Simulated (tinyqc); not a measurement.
Thin (001) film in sp3s* tight binding with raised dangling bonds: one step. The two blocks of the small film.

Planes alternate anion (a), cation (c) along [001], a/4 apart, starting with an anion; zero in-plane momentum; levels counted from the bulk Ev, the lower root of [[Epa, Vxx], [Vxx, Epc]]; no spin-orbit coupling. Block of s, pz, s*: from an anion to the cation above, Vss/2 (s,s), Vsapc/2 (s,z), -Vscpa/2 (z,s), Vxx/2 (z,z), Vxapc/2 (s*,z), -Vpaxc/2 (z,s*); to the cation below the same with the s-z and s*-z signs reversed. Block of u = (px + py)/sqrt2 and v = (px - py)/sqrt2: to the cation above (Vxx + Vxy)/2 for u and (Vxx - Vxy)/2 for v, to the cation below the reverse. Each surface atom has two dangling sp3 hybrids; raising both by dl adds (dl/2) [[1, t], [t, 1]] to its s, pz levels (t = -1 at the bottom face, +1 at the top) and dl to the one of u, v in whose plane the missing bonds lie (v for a bottom anion or a top cation, u for a top anion).

Parameters, chosen for this exercise (out of a larger set: near a published set for AlAs, fitted to gaps, whose masses and valley positions are rough; not measured data):

| symbol | value | unit | meaning |
|---|---|---|---|
| p | (-7.511, 0.986, -1.163, 3.592, 7.46, 6.72, -6.687, 1.876, 4.309, 5.114, 5.506, 4.513, 4.994) | eV | order Esa, Epa, Esc, Epc, Exa, Exc, Vss, Vxx, Vxy, Vsapc, Vscpa, Vxapc, Vpaxc |
| N | 4 |  | atomic planes in the small film |
| dl | 10 | eV | shift of the dangling hybrids |

Problem. Fill them in.

Give: s, pz, s* block; u, v block.

Solution.

s, pz, s* block (eV):
```
        sa1     za1    *a1     sc2     zc2     *c2     sa3     za3     *a3     sc4    zc4     *c4
sa1  -2.516  -5.000      0  -3.344   2.557       0       0       0       0       0      0       0
za1  -5.000   5.981      0  -2.753   0.938  -2.497       0       0       0       0      0       0
*a1       0       0  7.455       0   2.256       0       0       0       0       0      0       0
sc2  -3.344  -2.753      0  -1.168       0       0  -3.344   2.753       0       0      0       0
zc2   2.557   0.938  2.256       0   3.587       0  -2.557   0.938  -2.256       0      0       0
*c2       0  -2.497      0       0       0   6.715       0   2.497       0       0      0       0
sa3       0       0      0  -3.344  -2.557       0  -7.516       0       0  -3.344  2.557       0
za3       0       0      0   2.753   0.938   2.497       0   0.981       0  -2.753  0.938  -2.497
*a3       0       0      0       0  -2.256       0       0       0   7.455       0  2.256       0
sc4       0       0      0       0       0       0  -3.344  -2.753       0   3.832  5.000       0
zc4       0       0      0       0       0       0   2.557   0.938   2.256   5.000  8.587       0
*c4       0       0      0       0       0       0       0  -2.497       0       0      0   6.715
```

u, v block (eV):
```
       ua1     va1     uc2     vc2     ua3     va3    uc4     vc4
ua1  0.981       0   3.092       0       0       0      0       0
va1      0  10.981       0  -1.216       0       0      0       0
uc2  3.092       0   3.587       0  -1.216       0      0       0
vc2      0  -1.216       0   3.587       0   3.092      0       0
ua3      0       0  -1.216       0   0.981       0  3.092       0
va3      0       0       0   3.092       0   0.981      0  -1.216
uc4      0       0       0       0   3.092       0  3.587       0
vc4      0       0       0       0       0  -1.216      0  13.587
```

Program tinyqc; command `OMP_NUM_THREADS=1 python tinyqc.py 1451336 1451337 out.jsonl`; about 0.4 s on one thread of a shared Intel(R) Xeon(R) Processor @ 2.30GHz.
